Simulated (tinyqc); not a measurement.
Complex band structure along [001] in sp3s* tight binding: sweeps and comparisons. A value that a table varies takes the place of the one given here.

For k = (0, 0, kz) the phase sums are g0 = cos(phi) and g3 = i sin(phi), phi = kz a/4, and the s, pz, s* orbitals of anion (a) and cation (c) decouple from px, py. With z = exp(i phi), H(z) = H0 + z T + T^T/z for any complex z. H0 is diagonal (Esa, Epa, Exa, Esc, Epc, Exc). The anion-cation block is B(z) = z U + W/z and the cation-anion block z W^T + U^T/z, where U has Vss/2 (s,s), Vsapc/2 (s,z), -Vscpa/2 (z,s), Vxx/2 (z,z), Vxapc/2 (s*,z), -Vpaxc/2 (z,s*), and W has the same values with the s-z and s*-z signs reversed. |z| = 1 is a band state, |z| < 1 decays along [001] as exp(-kappa d) over a distance d, kappa = -(4/a) ln|z|. No spin-orbit coupling.

Values chosen for the exercise (near a published set for GaP, fitted to gaps, whose masses and valley positions are rough (light masses up to twice too heavy); the results hold for these values, not for the real material):
- p = (-8.118, 1.13, -2.215, 4.143, 8.531, 7.215, -7.56, 2.166, 5.167, 4.282, 6.382, 4.614, 5.097) eV (order Esa, Epa, Esc, Epc, Exa, Exc, Vss, Vxx, Vxy, Vsapc, Vscpa, Vxapc, Vpaxc)
- a = 5.454 angstrom (lattice constant)
- Eg = 2.41 eV (top of the energy range, the indirect gap)
- dE = 1.23 eV (E - Ev)

## Two branches across an indirect gap

Ev = -0.00189 eV

The smallest kappa with Re kz = 0 and the smallest with Re kz > 0, at energies E from Ev; a dash: no such root.

Decay constants:
```
E/Eg  E (eV)  kappa at Gamma (1/angstrom)  kappa off Gamma (1/angstrom)  its Re kz (2 pi/a)
0.05  0.1205                       0.0678                        0.7257               0.837
0.20  0.4820                       0.1286                        0.6815               0.842
0.35  0.8435                       0.1601                        0.6313               0.849
0.50  1.2050                       0.1781                        0.5729               0.858
0.65  1.5665                       0.1858                        0.5028               0.869
0.80  1.9280                       0.1831                        0.4127               0.888
0.90  2.1690                       0.1744                        0.3305               0.913
0.97  2.3377                       0.1639                        0.2431               0.988
```

How do the results move?

The branch at Gamma decays more slowly on all rows listed; the other takes over only closer to its band edge, where its kappa goes to zero. The two differ in Re kz, so passing from one to the other needs kz from an abrupt interface, a steep field, a phonon or a defect. Valleys off the [001] axis, such as L, are not seen on these branches.

## Energy and lattice constant

The slowest root of the s-pz block and the heavy-hole branch, sinh^2(kappa a/4) = ((E - Epa)(E - Epc) - Vxx^2)/(Vxx^2 - Vxy^2), at E = Ev + dE with Ev the lower root of [[Epa, Vxx], [Vxx, Epc]]; the couplings are kept when a changes. Each row changes one parameter from the base and keeps the others.

Results:
```
case                slowest kappa (1/angstrom)  heavy-hole kappa (1/angstrom)
base                                    0.1790                         0.3368
dE = 1.2 eV                             0.1779                         0.3341
a = 5.618 angstrom                      0.1737                         0.3270
```

What can be read from the table?

The largest shifts from the base row, up to three for each result and ties (the steps differ in size, so this ranks the rows, not the parameters). slowest kappa (1/angstrom): a -0.0052, dE -0.0010. heavy-hole kappa (1/angstrom): a -0.0098, dE -0.0027. With the couplings fixed, kappa a stays, so kappa scales as 1/a.

Run: tinyqc, `OMP_NUM_THREADS=1 python tinyqc.py 1480537 1480538 out.jsonl`; Intel(R) Xeon(R) Processor @ 2.30GHz, one thread, shared host; about 0.01 s of CPU time with all checks.
